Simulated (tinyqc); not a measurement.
Surface segregation during layer-by-layer epitaxy: two-layer exchange kinetics and the shape of quantum wells and delta layers. Changing the segregation energy E_s. Computed by tinyqc, a small Python program. Command: `OMP_NUM_THREADS=1 python tinyqc.py 3016362 3016363 out.jsonl mbeseg sweep`. One thread of a shared host (Intel(R) Xeon(R) Processor @ 2.30GHz), about 0.01 s of CPU time with the checks.

Atoms A and B exchange only between the growing layer and the one below it. B is supplied for N layers, then pure A follows.

Inputs (values chosen for the exercise, close to those used for germanium in silicon):

| quantity | value | unit |
|---|---|---|
| barrier E1 for B to move up | 1.57 | eV |
| attempt frequency nu | 1 | THz |
| growth rate G | 1.9 | layers/s |
| share x0 of B in the flux during the well | 0.24 | - |
| layers in the well N | 10 | - |
| layer thickness | 1.36 | angstrom |
| temperature T | 400 | C |

Constants: k_B = 8.617333262e-05 eV/K.

Method:
- p1 = nu exp(-E1/(k_B T)) (B up, A down), p2 = nu exp(-(E1 + E_s)/(k_B T)) (B down); time per layer tau = 1/G; K = p1/p2.
- Temperatures in kelvin are T(C) + 273.15.
- Dilute equilibrium share passed up per layer R_eq = K/(1 + K).
- Each layer is deposited complete with B share x_dep and then exchanges for the time tau = 1/G with the layer below, whose share is b (total c = s + b fixed): ds/dt = p1 b (1 - s) - p2 s (1 - b), s(0) = x_dep. With the roots s1 < s2 of the right side, (s - s1)/(s - s2) = [(s(0) - s1)/(s(0) - s2)] exp(-(p1 - p2)(s2 - s1) tau). The lower layer is then buried with c - s, and s becomes the b of the next layer.
- In the dilute tail each layer passes up the share R = R_eq (1 - exp(-(p1 + p2) tau)); decay length = -layer thickness/ln R.
- Index 0 is the last layer of pure A below the well. Share of B outside the intended layers 1..N = 1 - (sum over 1..N)/(N x0).

One run for each value:

| segregation energy E_s (eV) | share passed up R | decay length (angstrom) | peak share (largest buried share) | R_eq |
|---|---|---|---|---|
| 0.03 | 0.4837 | 1.873 | 0.2399 | 0.6265 |
| 0.10 | 0.5638 | 2.373 | 0.2399 | 0.8486 |
| 0.17 | 0.5916 | 2.591 | 0.2399 | 0.9493 |
| 0.24 | 0.6003 | 2.665 | 0.2399 | 0.9843 |
| 0.31 | 0.6030 | 2.688 | 0.2399 | 0.9952 |
| 0.39 | 0.6038 | 2.696 | 0.2399 | 0.9988 |
| 0.46 | 0.6040 | 2.698 | 0.2399 | 0.9996 |
| 0.53 | 0.6041 | 2.698 | 0.2399 | 0.9999 |
| 0.60 | 0.6041 | 2.698 | 0.2399 | 1.0000 |

Over the rows, share passed up R rises from 0.484 to 0.604; decay length (angstrom) rises from 1.87 to 2.70; peak share (largest buried share) goes from 0.240 through a minimum among these rows, 0.240 at 0.100, to 0.240. At large E_s the return jump freezes and R levels off at 1 - exp(-p1 tau).

Caution (all rows): two-layer exchange with complete layers is a simplification that can understate segregation at low temperature; desorption, step-edge exchange and surfactants are left out.

Extremes, crossings and ranges named in words are read from the listed rows.
